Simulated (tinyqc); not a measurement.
# Threshold-voltage variability of a planar MOSFET, analytic estimates: what changes with what

Three independent sources add in quadrature: random dopants in the depleted layer, metal-gate grains of two orientations, and roughness of the two gate edges acting through the roll-off VT = VT(long) - Vr exp(-L/l). These are first-order estimates: no three-dimensional electrostatics, no percolation.

Parameters, values chosen for the exercise; material values close to those of silicon:
- T = 293 K (temperature)
- Eg = 1.14 eV (band gap)
- eps_r = 11.8 (relative permittivity of the semiconductor)
- Nc = 2.69e19 cm^-3 (conduction-band density of states at T)
- Nv = 2.59e19 cm^-3 (valence-band density of states at T)
- Na = 1e18 cm^-3 (channel doping)
- ti = 1.1 nm (oxide-equivalent thickness in inversion)
- L = 20 nm (gate length)
- W = 66 nm (gate width)
- G = 5 nm (metal grain size)
- dW = 0.2 eV (work-function difference of the two grain orientations)
- p = 0.3 (share of the orientation of higher work function)
- De = 0.7 nm (rms roughness of one gate edge)
- La = 15 nm (correlation length of the roughness)
- l = 4.4 nm (decay length of the threshold roll-off)
- Vr = 1.6 V (prefactor of the roll-off)

Constants: q = 1.602176634e-19 C, kB = 1.380649e-23 J/K, Vt = kB T/q, eps0 = 8.8541878128e-14 F/cm where lengths are in cm. Results are converted to the units shown.

Each table varies one quantity; the others keep the values above.

## Effect of the oxide-equivalent thickness in inversion

ni = sqrt(Nc Nv) exp(-Eg/(2 Vt)), Eg in volts; Cox = 3.9 eps0/ti; Wd = sqrt(4 eps0 eps_r Vt ln(Na/ni)/(q Na)); dopants: s1 = (q/Cox) sqrt(Na Wd/(3 L W)). Grains: Ng = L W/G^2 (at least 1), s2 = dW sqrt(p (1 - p)/Ng). Edges, with exponential correlation and u = W/La: the mean gate length has sL^2 = 2 De^2 (2/u)[1 - (1 - exp(-u))/u]; s3 = sL (Vr/l) exp(-L/l). s = sqrt(s1^2 + s2^2 + s3^2). l and Vr are held fixed.

The same in every row: s2 (mV) = 12.613; s3 (mV) = 2.2688.

Result of one run:
```
ti (nm)  s1 (mV)  s (mV)  s sqrt(L W) (mV um)
2.4       33.413  35.787               1.3002
```

What becomes of these results when the oxide-equivalent thickness in inversion ti is changed from 2.4 to 2 nm, all else the same?

Result of the changed run:
```
ti (nm)  s1 (mV)  s (mV)  s sqrt(L W) (mV um)
2         27.844  30.652               1.1136
```

The whole series:
```
ti (nm)  s1 (mV)  s (mV)  s sqrt(L W) (mV um)
0.8       11.138  16.979              0.61688
1.2       16.707  21.056              0.76500
1.6       22.275  25.699              0.93369
2         27.844  30.652               1.1136
2.4       33.413  35.787               1.3002
2.8       38.982  41.035               1.4909
3.2       44.551  46.357               1.6843
```

As ti goes from 0.8 to 3.2 nm, s rises from 17.0 to 46.4 mV. The largest source is the grains in the first row and the dopants in the last. s1 goes on average as ti^(1.00). In every row the depletion depth exceeds L, so source and drain share much of the charge and s1 is rough.

## Effect of the channel doping

Same model as above.

l and Vr are held fixed.

The same in every row: s2 (mV) = 12.613; s3 (mV) = 2.2688.

Effect of the channel doping:
```
Na (cm^-3)  s1 (mV)  s (mV)  s sqrt(L W) (mV um)
1.5e17       9.2873  15.827              0.57502
2.6e17       10.740  16.721              0.60749
4.7e17       12.554  17.940              0.65180
8.2e17       14.536  19.378              0.70405
1.5e18       17.036  21.319              0.77454
2.6e18       19.683  23.487              0.85334
4.5e18       22.727  26.092              0.94795
8e18         26.423  29.367               1.0669
```

Read the table: what changes, and by how much?

As Na goes from 1.5e17 to 8e18 cm^-3, s rises from 15.8 to 29.4 mV. The largest source is the grains in the first row and the dopants in the last. s1 goes on average as Na^(0.26), near the 1/4 expected from Na Wd. For Na = 1.5e17 to 2.6e18 cm^-3 the depletion depth exceeds L, so source and drain share much of the charge and s1 is rough.

## Effect of the metal grain size

Same model as above.

l and Vr are held fixed.

The same in every row: s1 (mV) = 15.31; s3 (mV) = 2.269.

Effect of the metal grain size:
```
G (nm)  s2 (mV)  s (mV)  s sqrt(L W) (mV um)
2         5.045   16.28               0.5916
3         7.568   17.23               0.6261
5         12.61   19.97               0.7255
7         17.66   23.48               0.8532
10        25.23   29.60                1.075
14        35.32   38.56                1.401
20        50.45   52.77                1.917
```

As G goes from 2 to 20 nm, s rises from 16.3 to 52.8 mV. The largest source is the dopants in the first row and the grains in the last. At G = 20 nm the gate holds under four grains, so the work function takes a few discrete values. In every row the depletion depth exceeds L, so source and drain share much of the charge and s1 is rough.

Computed by the program tinyqc: `OMP_NUM_THREADS=1 python tinyqc.py 2090145 2090146 out.jsonl`, one thread of a shared Intel Xeon 2.30GHz, about 0.01 s for the whole run.
